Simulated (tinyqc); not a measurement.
Kane-Mele model of a buckled honeycomb layer in a normal field: one step. The four Dirac masses. Two cases, with inputs chosen for the exercise.

Question. Form D, hbar v, and for each flavour m, the gap 2|m|, the band mass 2c|m|/(hbar v)^2 with c = hbar^2/2m0, and the share of the Chern number.

Sublattices A and B lie at +/-b, so the field gives them the energies +/-D, D = e b Ez (in eV for b in angstrom and Ez in V/angstrom); 2 lam is the gap at zero field. Near the valleys tau = +/-1, for spin sz = +/-1: H = hbar v (tau qx sx + qy sy) + m sz_AB with m = D - tau sz lam, hbar v = (sqrt3/2) a t. On the lattice the spin-orbit term is the second-neighbour hopping i (lam/3 sqrt3) nu sz, nu = +/-1 by the sense of the turn. The filled band of one cone contributes tau sign(m)/2 to the Chern number, in the sense Omega = curl of i<u|grad u>. Rashba terms are left out.

Constants: hbar^2/2m0 = 3.80998211 eV angstrom^2.

Case 1.

Values chosen (of the size used for germanene; not measured data): a = 4.04 angstrom (lattice constant); t = 1.41 eV (hopping); lam = 0.031 eV (spin-orbit half gap); b = 0.34 angstrom (half the buckling height); Ez = 0.062 V/angstrom (normal field at the atoms, after screening; 0.01 is 1 MV/cm, and gates reach some 0.05).

Case 2.

Values chosen (of the size used for stanene; not measured data): a = 4.62 angstrom (lattice constant); t = 1.41 eV (hopping); lam = 0.091 eV (spin-orbit half gap); b = 0.39 angstrom (half the buckling height); Ez = 0.14 V/angstrom (normal field at the atoms, after screening; 0.01 is 1 MV/cm, and gates reach some 0.05).

Give: D; hbar v; Flavours.

Answer.

Case 1.

D = 21.080 meV
hbar v = 4.9332 eV angstrom

Flavours:

| tau | sz | m (meV) | gap (meV) | mass (m0) | share of C |
|---|---|---|---|---|---|
| 1 | 1 | -9.920 | 19.840 | 0.00311 | -0.5 |
| 1 | -1 | 52.080 | 104.160 | 0.01631 | 0.5 |
| -1 | 1 | 52.080 | 104.160 | 0.01631 | -0.5 |
| -1 | -1 | -9.920 | 19.840 | 0.00311 | 0.5 |

Case 2.

D = 54.600 meV
hbar v = 5.6415 eV angstrom

Flavours:

| tau | sz | m (meV) | gap (meV) | mass (m0) | share of C |
|---|---|---|---|---|---|
| 1 | 1 | -36.400 | 72.800 | 0.00872 | -0.5 |
| 1 | -1 | 145.600 | 291.200 | 0.03486 | 0.5 |
| -1 | 1 | 145.600 | 291.200 | 0.03486 | -0.5 |
| -1 | -1 | -36.400 | 72.800 | 0.00872 | 0.5 |

Computed by tinyqc, one run a case: `OMP_NUM_THREADS=1 python tinyqc.py N N+1 out.jsonl` with N = 1450222, 1450296; one thread of a shared Intel(R) Xeon(R) Processor @ 2.30GHz, about 0.02 s a run at most.
